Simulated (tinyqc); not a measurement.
Hubbard ring of 4 sites, step by step. Computed by tinyqc, a small Python program that keeps every step. Settings: hopping = 1.67, U = 11.0, mixing = 1, iteration cap = 78. Command: `OMP_NUM_THREADS=1 python tinyqc.py 22319 22320 out.jsonl` (the two numbers bound the seeds that draw the settings). One thread of a shared host (Intel(R) Xeon(R) Processor @ 2.60GHz), about 0.2 s of CPU time with the checks. Later iterations appear only in the table of the cycle.

## Mean-field iteration 1

one-body matrix (hopping and site energies) (eV):
```
          1         2         3         4
1   0.00000  -1.67000   0.00000  -1.67000
2  -1.67000   0.00000  -1.67000   0.00000
3   0.00000  -1.67000   0.00000  -1.67000
4  -1.67000   0.00000  -1.67000   0.00000
```

U = 11.00000 eV

electrons, up and down: 2  2

mixing = 1

n(up) at the start (a guess, not normalised): 1 0.50000, 2 0.50000, 3 0.50000, 4 0.50000

n(down) at the start (a guess): 1 0.50000, 2 0.50000, 3 0.50000, 4 0.50000

H(up) = T + U n(down), H(down) = T + U n(up); fill the lowest levels; n(new) = n + mixing (n(out) - n); E = tr T (rho up + rho down) + U sum n_up n_down of the output.

levels, up (eV): 2.16000  5.50000  5.50000  8.84000

levels, down (eV): 2.16000  5.50000  5.50000  8.84000

energy = 7.07000 eV

n(up) after iteration 1: 1 0.75000, 2 0.25000, 3 0.75000, 4 0.25000

n(down) after iteration 1: 1 0.75000, 2 0.25000, 3 0.75000, 4 0.25000

The highest filled level is degenerate with an empty one, so which vector is filled is an arbitrary choice.

## Mean-field iteration 2

As before.

levels, up (eV): 1.17356  2.75000  8.25000  9.82644

levels, down (eV): 1.17356  2.75000  8.25000  9.82644

energy = 13.20006 eV

n(up) after iteration 2: 1 0.09109, 2 0.90891, 3 0.09109, 4 0.90891

n(down) after iteration 2: 1 0.09109, 2 0.90891, 3 0.09109, 4 0.90891

## Convergence

Each step fills the lowest levels of T + U n(other spin) and sets n(new) = n + mixing (n(out) - n); stop when output and input agree to 1e-8.

Course of the cycle:
```
iteration      E (eV)  largest |n(out) - n(in)|  mean |n_up - n_down|
1           7.0700000                  2.50e-01               0.00000
2          13.2000616                  6.59e-01               0.00000
3          15.9559226                  8.60e-01               0.00000
4          16.4707612                  9.08e-01               0.00000
5          16.5459494                  9.16e-01               0.00000
6          16.5564524                  9.17e-01               0.00000
7          16.5579101                  9.17e-01               0.00000
8          16.5581122                  9.17e-01               0.00000
9          16.5581402                  9.17e-01               0.00000
10         16.5581441                  9.17e-01               0.00000
11         16.5581446                  9.17e-01               0.00000
...               ...                       ...                   ...
68         16.5581447                  9.17e-01               0.00000
69         16.5581447                  9.17e-01               0.00000
70         16.5581447                  9.17e-01               0.00000
71         16.5581447                  9.17e-01               0.00000
72         16.5581447                  9.17e-01               0.00000
73         16.5581447                  9.17e-01               0.00000
74         16.5581447                  9.17e-01               0.00000
75         16.5581447                  9.17e-01               0.00000
76         16.5581447                  9.17e-01               0.00000
77         16.5581447                  9.17e-01               0.00000
78         16.5581447                  9.17e-01               0.00000
```

Not converged within 78 iterations: the residual has stopped falling. The lowest mean-field energy found from random starts is -1.93557 eV. Reruns (cap 100 unless said): mixing 0.2: not converged; mixing 0.5: not converged; mixing 0.9: not converged; the original settings with a cap of 400: not converged.

## Exact diagonalisation (36 states)

Lowest levels of the sector, and the double occupancy of the lowest state.

lowest levels (eV): -2.55465  -1.98105  -1.05236  -0.93472  -0.93472  0.00000

double occupancy per site = 0.04218

## The lowest level by Lanczos steps

From a random start vector (not printed): a_j = <q_j|H|q_j>, b_j = norm of the remainder after orthogonalising; the Ritz value is the lowest eigenvalue of the tridiagonal matrix of a and b so far.

Lanczos:
```
j   a_j (eV)  b_j (eV)  lowest Ritz value (eV)
1    9.22106   8.44092               9.2210637
2   10.81377   9.20950               1.5390143
3   10.54162   3.98341              -2.1426915
4   11.34706   5.50602              -2.4516000
5   15.15380   8.19260              -2.4970191
6    9.20101   6.29415              -2.5235418
7    9.80419   4.78279              -2.5434702
8   13.66862   7.65759              -2.5483910
9   12.96598   6.12454              -2.5503999
10   5.45273   6.19771              -2.5518845
```
